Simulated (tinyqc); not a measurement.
Inside a calculation. Model: surface photovoltage measurement of the minority-carrier diffusion length in a wafer. Computed by tinyqc, a small Python program that keeps every step. Command: `OMP_NUM_THREADS=1 python tinyqc.py 3130027 3130028 out.jsonl spv walk`. One thread of a shared host (Intel(R) Xeon(R) Processor @ 2.30GHz), about 0.01 s of CPU time with the checks. Intermediate numbers are printed to about 6 digits and carried at full precision; extremes and crossings named in words are read from the listed rows.

Low injection, steady light, a depletion layer much thinner than 1/alpha and L. The excess density dn is taken at the front edge of the neutral region; light that reaches the back is lost.

Inputs (values chosen for the exercise, modelled on p-type silicon at room temperature):
```
quantity                                              value               unit
diffusion length L                                       85         micrometre
wafer thickness W                                       625         micrometre
diffusivity D                                          27.2             cm^2/s
front recombination velocity S_f                        610               cm/s
back recombination velocity S_b                        5300               cm/s
photon flux entering                                8.6e+13         1/(cm^2 s)
minority density at the surface barrier scale n_0   9.3e+08             1/cm^3
temperature T                                           298                  K
wavelength                                              900                 nm
relative noise of each reading                          0.5                  %
diffusion length after pair splitting over L           0.54                  -
iron factor C                                      1.09e+16  micrometre^2/cm^3
```

Constants: k_B = 8.617333262e-05 eV/K.

## One wavelength

alpha = (84.732/lambda - 76.417)^2 per cm with lambda in micrometre (an empirical fit for silicon between 0.7 and 1.05 micrometre). Thick wafer: dn = Phi L/((S_f + D/L)(L + 1/alpha)). Finite wafer, with s = S_b L/D, w = W/L, a = alpha L: dn = [Phi a/(a^2 - 1)] [a - B - exp(-alpha W)(a - s)/(cosh w + s sinh w)]/(S_f + B D/L), B = (sinh w + s cosh w)/(cosh w + s sinh w). Photovoltage V = (k_B T/e) ln(1 + dn/n_0). Lifetime = L^2/D.

alpha = 314.341 1/cm

penetration depth 1/alpha = 31.8126 micrometre

dn, thick wafer = 1.64249e+10 1/cm^3

B = 1.00000

dn, finite wafer = 1.64249e+10 1/cm^3

photovoltage V = 75.1501 mV

lifetime = 2.65625 microsecond

Caution: dn is not small against n_0, so V is not linear in the flux; the constant-flux reading then needs dn, not V.

## The linear plot

normal deviates g for the noise: 0.33  0.21  -0.04  -0.14  -0.67  -1.50  -0.90

Readings y = (Phi/dn) (1 + noise x g) at 780, 830, 880, 920, 950, 975 and 995 nm; a least-squares line y = c (1/alpha + L_app) gives L_app = intercept/slope.

Readings:
```
lambda (nm)  1/alpha (micrometre)  y (cm/s)  line (cm/s)
780                         9.636   4248.94      4247.99
830                        15.176   4494.96      4493.40
880                        25.330   4944.38      4943.22
920                        40.658   5628.48      5622.26
950                        61.278   6534.75      6535.78
975                        90.917   7826.11      7848.82
995                       130.888   9633.41      9619.56
```

slope = 44.3012 cm/(s micrometre)

apparent length L_app = 86.2524 micrometre

error of L_app (rounded to 0.001) = 1.473 %

At W/L = 7.4 the finite thickness shifts L_app by less than 0.05 %. S_f scales all readings alike and leaves L_app unchanged.

## Where the wafer is too thin

No noise; L is varied at fixed W, and the last two columns set S_b to 0 and to 1e7 cm/s.

Apparent length (micrometre):
```
L           W/L  given S_b  S_b = 0  S_b = 1e7
31.2    20.0321     31.200    31.20     31.200
62.5    10.0000     62.500    62.50     62.500
125.0    5.0000    124.930   125.11    124.854
188.0    3.3245    186.624   190.02    185.706
312.0    2.0032    292.478   338.14    285.536
500.0    1.2500    396.089   647.19    376.129
812.0    0.7697    472.273  1396.39    438.233
1310.0   0.4771    511.689  3034.83    468.942
2500.0   0.2500    532.339  7352.90    484.659
```

With a fast back surface L_app levels off, at 485 micrometre in the last row; with a passive one it reaches up to 2.94 times L among these rows and is 7350 in the last. All three columns are within 5 % of L down to W/L = 3.3.

## Iron from two lengths

Splitting iron-boron pairs in boron-doped silicon shortens L; with nothing else changing, [Fe] = C (1/L_after^2 - 1/L^2). It is evaluated with the true lengths and with the apparent ones (without noise), which differ when the wafer is not thick against L.

L_after = 45.9 micrometre

[Fe] from the true lengths = 3.66505e+12 1/cm^3

[Fe] from the apparent lengths = 3.66498e+12 1/cm^3

bias, apparent over true less 1 (rounded to 0.001) = -0.002 %

Checks made by the program: dn against a finite-difference solution (relative difference 3e-06).
